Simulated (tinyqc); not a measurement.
Inside a calculation. Model: Bloch-Grueneisen resistivity of a metal. Computed by tinyqc, a small Python program that keeps every step. Command: `OMP_NUM_THREADS=1 python tinyqc.py 3004307 3004308 out.jsonl bg walk`. One thread of a shared host (Intel(R) Xeon(R) Processor @ 2.30GHz), about 0.01 s of CPU time with the checks. Intermediate numbers are printed to about 5 digits and carried at full precision; extremes and crossings named in words are read from the listed rows.

Electrons scatter from a Debye spectrum of phonons (n = 5 for scattering within one band, n = 3 for scattering into a second, heavy band) and from static defects.

Inputs (values chosen for the exercise, modelled on tungsten):
```
quantity,value,unit
exponent n,5,-
Debye temperature Theta,323,K
transport coupling lambda_tr,0.21,-
Drude plasma energy hbar w_p,6.8,eV
residual resistivity rho_0,0.0082,microohm cm
temperature T,373,K
saturation resistivity,160,microohm cm
```

Addition: saturation.

Constants: k_B = 1.380649e-23 J/K; hbar = 1.054571817e-34 J s; eps_0 = 8.8541878128e-12 F/m; hbar = 6.582119569e-16 eV s; k_B = 8.617333262e-05 eV/K.

## Scale of the phonon resistivity

rho_ph = (n - 1) rho_1 (T/Theta)^n J_n(Theta/T), with rho_1 = 2 pi lambda_tr k_B Theta/(hbar eps_0 w_p^2), the high-temperature line at T = Theta.

rho_1 = 5.9044 microohm cm

## The integral and the phonon part

J_n(y) = int_0^y x^n e^x/(e^x - 1)^2 dx, by 96 Gauss-Legendre points (upper limit at most 60).

Theta/T = 0.86595

J_n = 0.13488

phonon resistivity rho_ph = 6.5421 microohm cm

This is 95.9 % of the straight line rho_1 T/Theta.

## Total resistivity and derived numbers

Parallel-resistor saturation: 1/rho = 1/(rho_0 + rho_ph) + 1/rho_sat. Temperature coefficient (1/rho) d rho/dT by a central difference of +/- 0.5 K; residual ratio rho(295 K)/rho(4.2 K); scattering time tau = 1/(eps_0 w_p^2 rho); Wiedemann-Franz kappa = L_0 T/rho, L_0 = (pi^2/3)(k_B/e)^2.

resistivity rho = 6.2927 microohm cm

temperature coefficient = 2.7835 1e-3/K

residual resistance ratio = 597.78

scattering time = 16.816 fs

Wiedemann-Franz conductivity = 144.81 W/(m K)

The coefficient is 1.04 times 1/T; it exceeds 1/T because the phonon part, extended linearly, meets zero above T = 0.

## Limits of the phonon part

Low T: (n - 1) n! zeta(n) rho_1 (T/Theta)^n. High T: rho_1 (T/Theta) [1 - (n - 1)/(12 (n + 1)) (Theta/T)^2].

Resistivities (microohm cm):
```
T (K),rho_ph,low-T law,straight line,line with correction,total rho
9.7,7.1781e-05,7.1781e-05,0.177,-,8.2714e-03
16.0,8.7645e-04,8.7650e-04,0.292,-,9.0759e-03
26.0,9.7824e-03,9.9316e-03,0.475,-,1.7980e-02
39.0,6.3288e-02,7.5418e-02,0.713,-,7.1456e-02
65.0,3.8666e-01,9.6988e-01,1.188,-,3.9388e-01
110.0,1.2910e+00,1.3462e+01,2.011,1.048,1.2888e+00
160.0,2.3521e+00,8.7650e+01,2.925,2.263,2.3260e+00
260.0,4.3677e+00,9.9316e+02,4.753,4.345,4.2594e+00
390.0,6.8643e+00,7.5418e+03,7.129,6.857,6.5895e+00
650.0,1.1720e+01,9.6988e+04,11.882,11.719,1.0928e+01
```

The low-T law holds to 10 % up to 26 K, the straight line from 260 K on. The local exponent of rho_ph falls from 5.00 to 1.05. Phonons overtake the residual resistivity between 16.0 and 26.0 K. Saturation lowers the last total by 6.8 %.

Checks made by the program: J_n at large argument against n! zeta(n) (relative difference below 1e-10).
